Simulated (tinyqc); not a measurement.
Classical nucleation, growth and JMAK kinetics of crystallisation from a melt or glass. Inputs raised by 5 %, one at a time. Computed by tinyqc, a small Python program. Command: `OMP_NUM_THREADS=1 python tinyqc.py 3019871 3019872 out.jsonl nucl sens`. One thread of a shared host (Intel(R) Xeon(R) Processor @ 2.30GHz), about 0.02 s of CPU time with the checks.

A spherical nucleus with a sharp interface of isotropic energy gamma; lambda = Omega^(1/3) is the jump distance.

Inputs (values chosen for the exercise, for a model substance):
```
quantity                        value        unit
melting point T_m                1630           K
heat of melting per volume H     1590      J/cm^3
interface energy gamma          0.105       J/m^2
atomic volume Omega              14.1  angstrom^3
temperature T                     951           K
diffusion prefactor D0        1.4e-07       m^2/s
activation energy Q              2.88          eV
time t                          0.041           s
```

Nucleation: homogeneous. Driving force: Thompson-Spaepen.

Constants: e = 1.602176634e-19 C; k_B = 1.380649e-23 J/K; k_B = 8.617333262e-05 eV/K.

Method:
- Driving force per volume: dG = H [(T_m - T)/T_m] [2 T/(T_m + T)].
- Shape factor f = 1.
- W(r) = f [4 pi r^2 gamma - (4/3) pi r^3 dG]; r* = 2 gamma/dG; W* = f 16 pi gamma^3/(3 dG^2); n* = f (4/3) pi r*^3/Omega.
- D = D0 exp(-Q/(k_B T)); attachment rate k+ = (A*/lambda^2) D/lambda^2 with A* = 4 pi r*^2; Zeldovich factor Z = sqrt(W*/(3 pi k_B T))/n*; sites per volume N = 1/Omega; I = N Z k+ exp(-W*/(k_B T)); lag time = 1/(4 pi Z^2 k+).
- Growth (Wilson-Frenkel): u = (D/lambda) [1 - exp(-dG Omega/(k_B T))].
- D = D0 exp(-Q/(k_B T)).
- JMAK with steady nucleation and growth, nuclei spread at random: extended fraction X_e = (pi/3) I u^3 t^4, X = 1 - exp(-X_e); t_X = [-3 ln(1 - X)/(pi I u^3)]^(1/4); final grains per volume = Gamma(5/4) (3/pi)^(1/4) (I/u)^(3/4), Gamma(5/4) = 0.9064024771. Grain size = (grains per volume)^(-1/3).
- The nose is the T between 0.3 and 0.97 T_m where I u^3 is largest; the time is for X = 1e-6, and the critical cooling rate is estimated as (T_m - T_nose)/t_nose.

Runs; columns: (1) input moved; (2) from; (3) to; (4) critical radius r* (nm); (5) nucleation rate I (1/(m^3 s)); (6) half time t_0.5 (s); (7) critical cooling rate (K/s):
```
(1)                                        (2)       (3)      (4)         (5)    (6)     (7)
base run                                     -         -  0.43025  2.5759e+23   5875  1921.3
melting point T_m (K)                     1630    1711.5  0.41608  3.8488e+23   5214  7722.9
heat of melting per volume H (J/cm^3)     1590    1669.5  0.40976  4.5845e+23   4948  2705.6
interface energy gamma (J/m^2)           0.105   0.11025  0.45176  9.9321e+22   7456  1169.7
atomic volume Omega (angstrom^3)          14.1    14.805  0.43025  2.4137e+23   5880  1929.1
temperature T (K)                          951    998.55  0.44873  1.0721e+24   1236  1921.3
diffusion prefactor D0 (m^2/s)         1.4e-07  1.47e-07  0.43025  2.7047e+23   5596  2017.4
activation energy Q (eV)                  2.88     3.024  0.43025  4.4443e+22  34054   532.2
```

Exponents ln(y'/y) / ln(x'/x):
```
input                         critical radius r*  nucleation rate I  half time t_0.5  critical cooling rate
melting point T_m                         -0.686              8.230           -2.447                 28.514
heat of melting per volume H              -1.000             11.816           -3.520                  7.016
interface energy gamma                     1.000            -19.533            4.883                -10.172
atomic volume Omega                        0.000             -1.333            0.017                  0.083
temperature T                              0.862             29.227          -31.955                  0.000
diffusion prefactor D0                     0.000              1.000           -1.000                  1.000
activation energy Q                        0.000            -36.014           36.014                -26.311
```

Among the inputs moved here: critical radius r* answers most in size to heat of melting per volume H (exponent -1.000), and about equally to interface energy gamma (+1.000); its exponent is below 0.0005 for atomic volume Omega, diffusion prefactor D0, activation energy Q. Its exponent -1.000 in heat of melting per volume H: r* goes as 1/dG. Its exponent +1.000 in interface energy gamma: r* = 2 gamma/dG. nucleation rate I answers most in size to activation energy Q (exponent -36.014), next to temperature T (+29.227). Half time t_0.5 answers most in size to activation energy Q (exponent +36.014), next to temperature T (-31.955). Its exponent -1.000 in diffusion prefactor D0: I and u both scale with D, and t goes as (I u^3)^(-1/4). Critical cooling rate answers most in size to melting point T_m (exponent +28.514), next to activation energy Q (-26.311); its exponent is below 0.0005 for temperature T.

Caution (all rows): with under 20 atoms in the nucleus or a barrier under 10 k_B T the capillary model is only a guide. Caution (all rows): the lag time is not small against the half time, so steady nucleation from t = 0 overstates the speed. Caution (all rows): the grain size is near the critical size, where JMAK theory fails. Caution (all rows): at the nose the lag time is not small against the nose time, so steady nucleation overstates the critical cooling rate.
